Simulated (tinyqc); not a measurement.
# Internal photoemission over an interface barrier: threshold and yield against field

Electrons are excited from the valence band of a semiconductor over the barrier Phi(F) = P0 - sqrt(q F/(4 pi eps0 ei)), whose top lies at xm = sqrt(q/(16 pi eps0 ei F)). The yield is Y = A (hv - Phi)^p exp(-xm/l), with A = 1 here.

The yield is taken at hv = 4.72 eV.

Parameters, values chosen for the exercise; dielectric values close to those of silicon dioxide:
- P0 = 4.42 eV (barrier at zero field)
- ei = 2.13 (image-force permittivity)
- p = 3 (exponent of the yield)
- l = 3.6 nm (scattering length in the image well)

Constants: q = 1.602176634e-19 C, eps0 = 8.8541878128e-14 F/cm where lengths are in cm. Results are converted to the units shown.

Results:
```
F (MV/cm)	sqrt(F) ((MV/cm)^0.5)	Phi (eV)	xm (nm)	Y
0.1	0.3162	4.338	4.111	0.01782
0.19	0.4359	4.307	2.982	0.03084
0.35	0.5916	4.266	2.197	0.05076
0.64	0.8000	4.212	1.625	0.08348
1.2	1.095	4.135	1.187	0.1438
2.1	1.449	4.043	0.8971	0.2416
7.2	2.683	3.722	0.4845	0.8680
```

Estimate the missing row, F = 3.9 MV/cm.

Computed row:
```
F (MV/cm)	sqrt(F) ((MV/cm)^0.5)	Phi (eV)	xm (nm)	Y
3.9	1.975	3.907	0.6583	0.4483
```

With this row back in the table: Phi is linear in sqrt(F) with slope -0.260 eV and intercept P0 = 4.42 eV. The yield grows by a factor of 48.7, of which 2.74 comes from less scattering, as xm shrinks from 4.11 to 0.484 nm, and the rest from the lower barrier.

Numbers from tinyqc (`OMP_NUM_THREADS=1 python tinyqc.py 2410074 2410075 out.jsonl`; about 0.01 s on one thread of a shared Intel Xeon 2.30GHz).
